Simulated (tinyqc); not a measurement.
From results back to parameters: Fermi-Dirac statistics of conduction electrons. Four cases, with inputs chosen for the exercise.

Problem. At zero temperature k_F = (3 pi^2 n)^(1/3) and E_F (1 + alpha E_F) = c k_F^2/m, c = hbar^2/2m0, m the density-of-states mass. The Fermi energies at two densities were computed from hidden m and alpha.

Constants: hbar^2/2m0 = 3.80998211 eV angstrom^2.

Case 1.

Values chosen (out of a larger set: near those of Si, lowest valleys alone; not measured data): nA = 4e+20 1/cm^3; nB = 1e+21 1/cm^3.

E_F at nA = 0.170190 eV
E_F at nB = 0.295752 eV

Case 2.

Values chosen (out of a larger set: near those of Ge, lowest valleys alone; not measured data): nA = 8e+19 1/cm^3; nB = 3e+20 1/cm^3.

E_F at nA = 0.114319 eV
E_F at nB = 0.255648 eV

Case 3.

Values chosen (out of a larger set: near those of InP, lowest valleys alone; not measured data): nA = 9e+18 1/cm^3; nB = 3e+19 1/cm^3.

E_F at nA = 0.176645 eV
E_F at nB = 0.357918 eV

Case 4.

Values chosen (out of a larger set: near those of GaAs, lowest valleys alone; not measured data): nA = 7e+18 1/cm^3; nB = 2e+19 1/cm^3.

E_F at nA = 0.178050 eV
E_F at nB = 0.330724 eV

Find: k_F at nA and nB; m; alpha.

Solution. c k^2 (1/m) - E^2 alpha = E is linear in 1/m and alpha; two densities give two equations.

Case 1.

k_F at nA and nB (1/angstrom): 0.22794  0.30937

m = 1.07 m0
alpha = 0.52 1/eV

Case 2.

k_F at nA and nB (1/angstrom): 0.13330  0.20710

m = 0.554 m0
alpha = 0.60 1/eV

Case 3.

k_F at nA and nB (1/angstrom): 0.06435  0.09613

m = 0.0805 m0
alpha = 0.62 1/eV

Case 4.

k_F at nA and nB (1/angstrom): 0.05918  0.08398

m = 0.0676 m0
alpha = 0.61 1/eV

Computed by tinyqc, one run a case: `OMP_NUM_THREADS=1 python tinyqc.py N N+1 out.jsonl` with N = 1681440, 1681453, 1681534, 1681725; one thread of a shared Intel(R) Xeon(R) Processor @ 2.30GHz, about 0.01 s a run at most.
